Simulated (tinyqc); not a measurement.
Charge neutrality of a doped semiconductor with incomplete ionisation: one step, computed by the program tinyqc. Command: `OMP_NUM_THREADS=1 python tinyqc.py 3018898 3018899 out.jsonl dopant walk`. One thread of a shared host (Intel(R) Xeon(R) Processor @ 2.30GHz), about 0.03 s of CPU time with the checks.

Energies are counted from the top of the valence band; E_D is measured down from the conduction band and E_A up from the valence band.

Question. Gap and effective densities of states. E_g = E_g0 - alpha T^2/(T + beta). N_c = 2 M_c (2 pi m_e k_B T/h^2)^(3/2) and N_v = 2 (2 pi m_h k_B T/h^2)^(3/2), masses in units of m_0. n_i = sqrt(N_c N_v) exp(-E_g/(2 k_B T)); E_i = E_g/2 + (k_B T/2) ln(N_v/N_c).

Inputs (values chosen for the exercise, modelled on diamond):
```
quantity              value  unit
gap at 0 K E_g0        5.51    eV
Varshni alpha      0.000505  eV/K
Varshni beta           1470     K
electron mass m_e     0.551   m_0
valleys M_c               6     -
hole mass m_h         0.785   m_0
temperature T           300     K
```

Doping: n-type. Statistics of the bands: Fermi-Dirac.

Constants: m_0 = 9.1093837015e-31 kg; k_B = 1.380649e-23 J/K; h = 6.62607015e-34 J s; k_B = 8.617333262e-05 eV/K.

Give: gap E_g; N_c; N_v; k_B T; intrinsic density n_i; intrinsic level E_i.

Answer.

gap E_g = 5.4843 eV

N_c = 6.1582e+19 cm^-3

N_v = 1.7453e+19 cm^-3

k_B T = 0.025852 eV

intrinsic density n_i = 2.8144e-27 cm^-3

intrinsic level E_i = 2.7259 eV
